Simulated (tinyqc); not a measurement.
Comparisons within one model: shallow donor in an anisotropic valley (effective-mass theory). A value that a table varies takes the place of the one given here.

One valley: H = -c [(d2/dx2 + d2/dy2)/mt + (d2/dz2)/ml] - q/(eps r), c = hbar^2/2m0, q = e^2/(4 pi eps0). Trial function exp(-sqrt((x^2 + y^2)/a^2 + z^2/b^2)) with a > b: T = (c/3)(2/(mt a^2) + 1/(ml b^2)), V = -(q/eps) atan(u/b)/u, u = sqrt(a^2 - b^2). The central cell of the impurity is left out.

Constants: hbar^2/2m0 = 3.80998211 eV angstrom^2; e^2/(4 pi eps0) = 14.39964547 eV angstrom; Ry = 13.60569312 eV; a0 (Bohr radius) = 0.5291772105 angstrom.

Parameters, chosen for this exercise (near those of Ge; shifted at random, so the results belong to these values and not to a real crystal):

| symbol | value | unit | meaning |
|---|---|---|---|
| mt | 0.081 | m0 | transverse mass |
| eps | 15.3 |  | dielectric constant |
| xs | (1.1, 2.2, 2.7, 4.5, 10, 21, 62, 200) |  | ratios ml/mt |
| ml | 1.587 | m0 | longitudinal mass |

## Mass anisotropy

mt and eps fixed, ml varied. Energies in units of Ry*(mt) = Ry mt/eps^2 and lengths in a*(mt) = a0 eps/mt; the last two columns use one mass, 3/(1/ml + 2/mt) or (ml mt^2)^(1/3).

Results:

| ml/mt | a/a* | b/a | binding | conductivity mass | density-of-states mass |
|---|---|---|---|---|---|
| 1.10 | 0.980 | 0.967 | 1.032 | 1.031 | 1.032 |
| 2.20 | 0.855 | 0.756 | 1.276 | 1.222 | 1.301 |
| 2.70 | 0.824 | 0.703 | 1.350 | 1.266 | 1.392 |
| 4.50 | 0.756 | 0.588 | 1.540 | 1.350 | 1.651 |
| 10.0 | 0.674 | 0.446 | 1.839 | 1.429 | 2.154 |
| 21.0 | 0.616 | 0.345 | 2.107 | 1.465 | 2.759 |
| 62.0 | 0.556 | 0.238 | 2.464 | 1.488 | 3.958 |
| 200 | 0.512 | 0.160 | 2.789 | 1.496 | 5.848 |

The binding grows from 1.03 to 2.79 Ry*(mt); for ml going to infinity the exact problem becomes two-dimensional, with 4 Ry*. The conductivity mass saturates at 1.5 and underbinds, by 12 % at ml/mt = 4.5; the density-of-states mass errs by +7 % there and by +110 % in the last row. With these mt and eps one unit is 4.71 meV.

## What each parameter does

The minimum of the trial energy. Each row changes one parameter from the base and keeps the others.

Results:

| case | E (meV) | a (angstrom) | b (angstrom) | b/a |
|---|---|---|---|---|
| base | -9.80 | 62.06 | 21.94 | 0.353 |
| ml = 1.27 m0 | -9.43 | 63.67 | 24.30 | 0.382 |
| mt = 0.089 m0 | -10.60 | 57.09 | 20.84 | 0.365 |
| eps = 13.8 | -12.05 | 55.98 | 19.79 | 0.353 |

The largest shifts from the base row, up to three for each result and ties (the steps differ in size, so this ranks the rows, not the parameters). E (meV): eps -2.25, mt -0.80, ml +0.37. a (angstrom): eps -6.08, mt -4.98, ml +1.60. b (angstrom): ml +2.36, eps -2.15, mt -1.09. b/a: ml +0.028, mt +0.012; unchanged at the printed digits by eps. eps only rescales the solution (E as 1/eps^2, lengths as eps), so b/a depends on ml/mt alone.

(tinyqc, `OMP_NUM_THREADS=1 python tinyqc.py 1250120 1250121 out.jsonl`, Intel(R) Xeon(R) Processor @ 2.30GHz, 1 thread, shared host, about 0.01 s.)
